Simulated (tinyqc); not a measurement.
What each parameter does: donor near an oxide interface in a gate field (two-state model).

Interface at z = 0 (hard wall), donor at z = d, field F pulling electrons to the interface: potential e F z; 1 kV/cm = 1e-5 eV/angstrom, c = hbar^2/2m0, q = e^2/(4 pi eps0), Q = (eps - eo)/(eps + eo). Donor state: E_D = e F d - ED - q Q/(4 eps d), the last term joining the images of ion and electron. Interface state: z exp(-b z/2) exp(-rho^2/(2 L^2)) with E_z = c b^2/(4 mz) + 3 e F/b + q Q b/(8 eps), minimised over b; in the plane at z = 3/b the ion (distance D = d - 3/b) and its image (D' = d + 3/b) give E_rho = c/(mt L^2) - (q/eps)(sqrt(pi)/L)[erfcx(D/L) + Q erfcx(D'/L)], erfcx(x) = exp(x^2) erfc(x), minimised over L. E_I = E_z + E_rho.

The two states couple by t = t0 exp(-D/aD) with t0 = q/(eps aD) (2 aD/L) sqrt(aD b/2) v, v a valley factor; this form is an estimate. With detuning u = E_D - E_I the splitting is sqrt(u^2 + 4 t^2) and the lower state has weight (1 - u/sqrt(u^2 + 4 t^2))/2 on the donor.

Constants: hbar^2/2m0 = 3.80998211 eV angstrom^2; e^2/(4 pi eps0) = 14.39964547 eV angstrom.

Values chosen for the exercise (near those of a donor in Si below Si3N4, static dielectric constants; the results hold for these values, not for the real material): d = 80 angstrom (depth of the donor); ED = 31.4 meV (bulk binding energy); mz = 0.909 m0 (mass across the interface); mt = 0.187 m0 (mass in the plane); eps = 11.3 (dielectric constant of the semiconductor); eo = 7.5 (dielectric constant of the oxide); aD = 18.7 angstrom (donor radius); v = 0.6 (valley factor).

Critical field (E_D = E_I), and t and L there.

Results for these values:

| case | critical field (kV/cm) | t (meV) | L (angstrom) |
|---|---|---|---|
| base | 60.9 | 1.69 | 67.6 |

What happens to each result for eo = 11.2, all else kept?

Answer: critical field falls from 60.9 to 57.6; t falls from 1.69 to 1.57; L rises from 67.6 to 69.9.

The same for each parameter in turn:

| case | critical field (kV/cm) | t (meV) | L (angstrom) |
|---|---|---|---|
| base | 60.9 | 1.69 | 67.6 |
| d = 70 angstrom | 71.9 | 2.98 | 61.2 |
| ED = 37.4 meV | 74.1 | 1.52 | 69.2 |
| aD = 20.6 angstrom | 60.9 | 2.24 | 67.6 |
| mz = 0.773 m0 | 63.6 | 1.79 | 66.8 |
| mt = 0.215 m0 | 59.4 | 1.83 | 63.4 |
| eo = 11.2 | 57.6 | 1.57 | 69.9 |
| eps = 12 | 63.4 | 1.53 | 69.5 |

Run: tinyqc, `OMP_NUM_THREADS=1 python tinyqc.py 1281832 1281833 out.jsonl`; Intel(R) Xeon(R) Processor @ 2.30GHz, one thread, shared host; about 0.1 s of CPU time with all checks.
